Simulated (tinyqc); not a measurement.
Complex band structure along [001] in sp3s* tight binding: one step. The layer matrices. Two cases, with inputs chosen for the exercise.

Question. Parameters in the order Esa, Epa, Esc, Epc, Exa, Exc, Vss, Vxx, Vxy, Vsapc, Vscpa, Vxapc, Vpaxc. Form H0 and T.

For k = (0, 0, kz) the phase sums are g0 = cos(phi) and g3 = i sin(phi), phi = kz a/4, and the s, pz, s* orbitals of anion (a) and cation (c) decouple from px, py. With z = exp(i phi), H(z) = H0 + z T + T^T/z for any complex z. H0 is diagonal (Esa, Epa, Exa, Esc, Epc, Exc). The anion-cation block is B(z) = z U + W/z and the cation-anion block z W^T + U^T/z, where U has Vss/2 (s,s), Vsapc/2 (s,z), -Vscpa/2 (z,s), Vxx/2 (z,z), Vxapc/2 (s*,z), -Vpaxc/2 (z,s*), and W has the same values with the s-z and s*-z signs reversed. |z| = 1 is a band state, |z| < 1 decays along [001] as exp(-kappa d) over a distance d, kappa = -(4/a) ln|z|. No spin-orbit coupling.

Give: diagonal of H0; T.

Case 1.

Values chosen (out of a larger set: near a published set for GaAs, fitted to gaps, whose masses and valley positions are rough (light masses up to twice too heavy); not measured data): p = (-8.356, 1.04, -2.648, 3.663, 8.584, 6.744, -6.445, 1.951, 5.059, 4.464, 5.771, 4.848, 4.802) eV (order Esa, Epa, Esc, Epc, Exa, Exc, Vss, Vxx, Vxy, Vsapc, Vscpa, Vxapc, Vpaxc).

Answer.

diagonal of H0 (eV): sa -8.3560, za 1.0400, s*a 8.5840, sc -2.6480, zc 3.6630, s*c 6.7440

T (eV):
```
          sa      za      s*a       sc      zc      s*c
sa    0.0000  0.0000   0.0000  -3.2225  2.2320   0.0000
za    0.0000  0.0000   0.0000  -2.8855  0.9755  -2.4010
s*a   0.0000  0.0000   0.0000   0.0000  2.4240   0.0000
sc   -3.2225  2.8855   0.0000   0.0000  0.0000   0.0000
zc   -2.2320  0.9755  -2.4240   0.0000  0.0000   0.0000
s*c   0.0000  2.4010   0.0000   0.0000  0.0000   0.0000
```

Case 2.

Values chosen (out of a larger set: near a published set for Si, fitted to gaps, whose masses and valley positions are rough (light masses up to twice too heavy); not measured data): p = (-4.197, 1.718, -4.197, 1.718, 6.66, 6.66, -8.293, 1.714, 4.567, 5.74, 5.74, 5.359, 5.359) eV (order Esa, Epa, Esc, Epc, Exa, Exc, Vss, Vxx, Vxy, Vsapc, Vscpa, Vxapc, Vpaxc).

Answer.

diagonal of H0 (eV): sa -4.1970, za 1.7180, s*a 6.6600, sc -4.1970, zc 1.7180, s*c 6.6600

T (eV):
```
          sa      za      s*a       sc      zc      s*c
sa    0.0000  0.0000   0.0000  -4.1465  2.8700   0.0000
za    0.0000  0.0000   0.0000  -2.8700  0.8570  -2.6795
s*a   0.0000  0.0000   0.0000   0.0000  2.6795   0.0000
sc   -4.1465  2.8700   0.0000   0.0000  0.0000   0.0000
zc   -2.8700  0.8570  -2.6795   0.0000  0.0000   0.0000
s*c   0.0000  2.6795   0.0000   0.0000  0.0000   0.0000
```

Computed by tinyqc, one run a case: `OMP_NUM_THREADS=1 python tinyqc.py N N+1 out.jsonl` with N = 1450097, 1450187; one thread of a shared Intel(R) Xeon(R) Processor @ 2.30GHz, about 0.01 s a run at most.
